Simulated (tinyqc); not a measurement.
# Worked calculation: long-channel MOSFET, surface-potential model

tinyqc, about 0.06 s, one thread, Intel Xeon 2.30GHz (shared host): `OMP_NUM_THREADS=1 python tinyqc.py 2360157 2360158 out.jsonl` Printed values are rounded.

n-channel transistor on a uniformly doped p-type body, gradual-channel approximation, constant mobility, Boltzmann statistics, full ionisation. Potentials are counted from the neutral body; V is the electron quasi-Fermi potential, Vsb at the source and Vsb + Vds at the drain. Charges are magnitudes per area.

Parameters, values chosen for the exercise; material values close to those of 4H silicon carbide:
```
symbol,value,unit,meaning
T,273,K,temperature
Eg,3.3,eV,band gap
eps_r,9.55,,relative permittivity of the semiconductor
Nc,1.46e19,cm^-3,conduction-band density of states at T
Nv,2.17e19,cm^-3,valence-band density of states at T
Na,6.1e15,cm^-3,acceptor density of the body
eox,22.5,,relative permittivity of the gate insulator
tox,33,nm,insulator thickness
Vfb,-2.09,V,flat-band voltage
mu,420,cm^2/(V s),channel mobility
W,1,um,gate width
L,0.5,um,gate length
Vsb,0.5,V,source-body reverse bias
Vgs,1.08,V,gate-source voltage
Vds,1.2,V,drain-source voltage
```

Constants: q = 1.602176634e-19 C, kB = 1.380649e-23 J/K, Vt = kB T/q, eps0 = 8.8541878128e-14 F/cm where lengths are in cm. Results are converted to the units shown.

## Body potential, insulator capacitance and body factor

ni = sqrt(Nc Nv) exp(-Eg/(2 Vt)), Eg in volts; phiF = Vt ln(Na/ni); Cox = eps0 eox/tox; gamma = sqrt(2 q eps0 eps_r Na)/Cox. VT = Vfb + 2 phiF + gamma sqrt(2 phiF + Vsb), m = 1 + gamma/(2 sqrt(2 phiF + Vsb)).

ni = 6.16891e-12 cm^-3
phiF = 1.46230 V
Cox = 0.603695 uF/cm^2
gamma = 0.0673432 V^0.5
VT = 0.959223 V
m = 1.01820

## Iteration 1: surface potential at the source by Newton steps

psi at the start (2 phiF + Vsb) = 3.42460 V

With V = Vsb: G = psi - Vt + Vt e, e = exp((psi - 2 phiF - Vsb)/Vt); f = Vgs + Vsb - Vfb - psi - gamma sqrt(G); f' = -1 - gamma (1 + e)/(2 sqrt(G)); psi(new) = psi - f/f'.

G = 3.42460 V
f = 0.120777 V
f' = -1.03639
psi after iteration 1 = 3.54114 V

## Iteration 2: surface potential at the source by Newton steps

As before.

G = 6.85089 V
f = -0.0474016 V
f' = -2.83561
psi after iteration 2 = 3.52442 V

## Course of the iteration: surface potential at the source by Newton steps

Stop when psi changes by less than 1e-10 V, or after 40 iterations.

Course of the iteration:
```
iteration  psi (V)  |change| (V)
1          3.54114         0.117
2          3.52442        0.0167
3          3.52096       3.45e-3
4          3.52086       1.10e-4
5          3.52085       1.03e-7
6          3.52085      9.15e-14
```

Converged in 6 iterations. At the end the number of correct digits about doubles with each step.

## Charges and current of the charge-sheet model

psi_0 = 3.52085 V
psi_L = 3.54365 V

psi_0 and psi_L solve Vgs + Vsb - Vfb - psi = gamma sqrt(G) at V = Vsb and Vsb + Vds. Qi = Cox gamma [sqrt(G) - sqrt(psi - Vt)], G = psi - Vt + Vt exp((psi - 2 phiF - V)/Vt), at both ends. With U = Vgs + Vsb - Vfb: drift = mu (W/L) Cox [U (psi_L - psi_0) - (psi_L^2 - psi_0^2)/2 - (2/3) gamma ((psi_L - Vt)^1.5 - (psi_0 - Vt)^1.5)]; diffusion = mu (W/L) Vt (Qi0 - QiL).

Qi0 = 14.0090 nC/cm^2
QiL = 2.82634e-21 nC/cm^2
drift current = 0.134124 uA
diffusion current = 0.276836 uA
drain current = 0.410960 uA

Drift carries 32.6 % of the current. The drain end is pinched off: its charge is under 1 % of that at the source.

## Inversion charge along the channel

V, point 0 to 8 (V): 0.5  0.65  0.8  0.95  1.1  1.25  1.4  1.55  1.7

The surface potential psi at channel potential V solves Vgs + Vsb - Vfb - psi = gamma sqrt(G), G = psi - Vt + Vt exp((psi - 2 phiF - V)/Vt). Charge sheet: Qi = Cox gamma [sqrt(G) - sqrt(psi - Vt)]. Pao-Sah: Qi = (Cox gamma/2) integral from 3 Vt to psi of exp((u - 2 phiF - V)/Vt)/sqrt(G(u, V)) du.

```
point  psi (V)  Qi, charge sheet (nC/cm^2)  Qi, Pao-Sah (nC/cm^2)
0      3.52085                     14.0090                14.0546
1      3.54354                   0.0680387              0.0682684
2      3.54365                  1.16379e-4             1.16772e-4
3      3.54365                  1.98047e-7             1.98716e-7
4      3.54365                 3.37024e-10            3.38161e-10
5      3.54365                 5.73524e-13            5.75460e-13
6      3.54365                 9.75984e-16            9.79278e-16
7      3.54365                 1.66086e-18            1.66647e-18
8      3.54365                 2.82634e-21            2.83588e-21
```

At the source the charge-sheet charge is 0.32 % below the Pao-Sah one.

## Pao-Sah current by Simpson's rule

I = mu (W/L) integral of Qi dV; Simpson's rule on the 9 points, step Vds/8, weights 1, 4, 2, ..., 4, 1 times step/3.

Pao-Sah current = 0.601770 uA

Gauss-Legendre quadrature on many points gives 0.4239 uA, so this value is 42 % above it; the charge-sheet current, 0.4110 uA, is 3.1 % below it.
